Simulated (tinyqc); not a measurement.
From results to parameters: diatomic chain. Computed by the program tinyqc.

Problem. A chain of two alternating masses has one spring constant k; at the zone edge omega^2 = 2k/M and 2k/m, and wavenumber = 521.4708 sqrt(omega^2) with omega^2 in eV/(angstrom^2 u). Find k, the heavier mass and the optical wavenumber at q = 0.

wavenumbers at the zone edge (cm^-1): 294.639587  1145.282067
lighter mass = 11.900000 u

Solution. The upper value gives k = m omega^2/2, the ratio of the squares gives M/m, and at q = 0 omega^2 = 2k (1/m + 1/M), the sum of the two.

k = 28.700 eV/angstrom^2
heavier mass = 179.8000 u
optical wavenumber at q = 0 = 1182.5749 cm^-1
